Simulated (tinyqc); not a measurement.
Inside a calculation. Model: crystallisation kinetics and data retention of a phase-change cell.

tinyqc, about 0.01 s, one thread, Intel Xeon 2.30GHz (shared host): `OMP_NUM_THREADS=1 python tinyqc.py 2490109 2490110 out.jsonl` Printed values are rounded.

Johnson-Mehl-Avrami-Kolmogorov law X = 1 - exp(-y^n), y = integral of k dt, k = (1/100 s) exp[-(Ec q/kB)(1/T - 1/T1)].

Parameters, values chosen for the exercise; values of the order of Ge-Sb-Te and related chalcogenides: activation energy of crystallisation Ec = 1.94 eV; temperature at which the rate k is 1/(100 s) T1 = 436 K; Avrami exponent n = 2.5; crystalline share at which the state is lost Xf = 0.3; storage temperature T = 336 K; heating rate b = 20 K/min; start of the ramp table Ta = 412 K; step of the table dT = 4 K; steps m = 10.

Constants: q = 1.602176634e-19 C, kB = 1.380649e-23 J/K. Results are converted to the units shown.

Range of the model: One Arrhenius rate is assumed; incubation, growth from the boundary and the non-Arrhenius kinetics of the supercooled liquid are left out.

## Retention

At fixed T the state fails at t = (-ln(1 - Xf))^(1/n)/k; ten years are 3.15576e8 s.

k = 2.118272e-9 1/s
y at failure = 0.6620778
time to fail = 3.125556e8 s
the same in years = 9.904288
temperature for ten years = 335.9518 K

The cell misses ten years at 336 K.

## A heating ramp

T rises at the rate b. Start with y = k (kB Ta^2/(q Ec))/b, the integral from cold to Ta to leading order; over each step k is taken as exponential in T, so y gains (dT/b)(k2 - k1)/ln(k2/k1). dX/dt = n y^(n - 1) k exp(-y^n), listed as 0 once y^n exceeds 23.

| point | T (K) | k (1/s) | y | X | dX/dt (1/s) |
|---|---|---|---|---|---|
| 0 | 412 | 4.939770e-4 | 0.01117361 | 1.319718e-5 | 1.458584e-6 |
| 1 | 416 | 8.353902e-4 | 0.01897125 | 4.957118e-5 | 5.456974e-6 |
| 2 | 420 | 0.001398704 | 0.03208676 | 1.844058e-4 | 2.009437e-5 |
| 3 | 424 | 0.002319202 | 0.05393069 | 6.752169e-4 | 7.256702e-5 |
| 4 | 428 | 0.003809313 | 0.08996537 | 0.002424719 | 2.563572e-4 |
| 5 | 432 | 0.006199603 | 0.1488593 | 0.008513040 | 8.825815e-4 |
| 6 | 436 | 0.01 | 0.2442468 | 0.02905266 | 0.002930077 |
| 7 | 440 | 0.01599046 | 0.3973879 | 0.09475434 | 0.009065449 |
| 8 | 444 | 0.02535413 | 0.6411544 | 0.2804719 | 0.02341426 |
| 9 | 448 | 0.03987141 | 1.025958 | 0.6556729 | 0.03566704 |
| 10 | 452 | 0.06220062 | 1.628493 | 0.9660975 | 0.01095583 |

Among the points the rate is largest at 448 K, where X = 0.656; the exact peak lies at 447.7 K.
